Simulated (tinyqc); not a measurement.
Charge state against the Fermi level: deep level with several charge states.

Energies from Ev. The defect has charge states 0, -1, -2 with weights 1, gm exp((EF - E1)/kT), exp((2 EF - E1 - E2)/kT); the shares are the weights over their sum. Boltzmann carriers: n = Nc exp((EF - Eg)/kT), p = Nv exp(-EF/kT). Neutrality: p - n + Nd + Nt <q> = 0.

Constants: kB = 8.617333262e-05 eV/K.

Parameters, chosen for this exercise (gap and densities of states near those of Ge at this temperature; not measured data):
```
symbol  value  unit  meaning
E1      0.198  eV    level (0/-1) above Ev
E2      0.433  eV    level (-1/-2) above Ev
gm      1            degeneracy of the middle state, the others 1
T       300    K
```

Shares:
```
EF (eV)      0     -1     -2     <q>
0.039    0.998  0.002  0.000  -0.002
0.092    0.984  0.016  0.000  -0.016
0.145    0.886  0.114  0.000  -0.114
0.197    0.510  0.490  0.000  -0.490
0.250    0.118  0.881  0.001  -0.883
0.302    0.017  0.976  0.006  -0.989
0.355    0.002  0.951  0.047  -1.044
0.407    0.000  0.732  0.268  -1.268
0.460    0.000  0.260  0.740  -1.740
0.512    0.000  0.045  0.955  -1.955
0.565    0.000  0.006  0.994  -1.994
0.618    0.000  0.001  0.999  -1.999
```

What can be read from this table?

Where the levels are several kT apart the middle state rules between about E1 - kT ln gm = 0.198 and E2 + kT ln gm = 0.433 eV; its largest share listed is 0.976. Each step spreads from 10 % to 90 % over 4.4 kT = 0.114 eV.

Run: tinyqc, `OMP_NUM_THREADS=1 python tinyqc.py 1652407 1652408 out.jsonl`; Intel(R) Xeon(R) Processor @ 2.30GHz, one thread, shared host; about 0.01 s of CPU time with all checks.
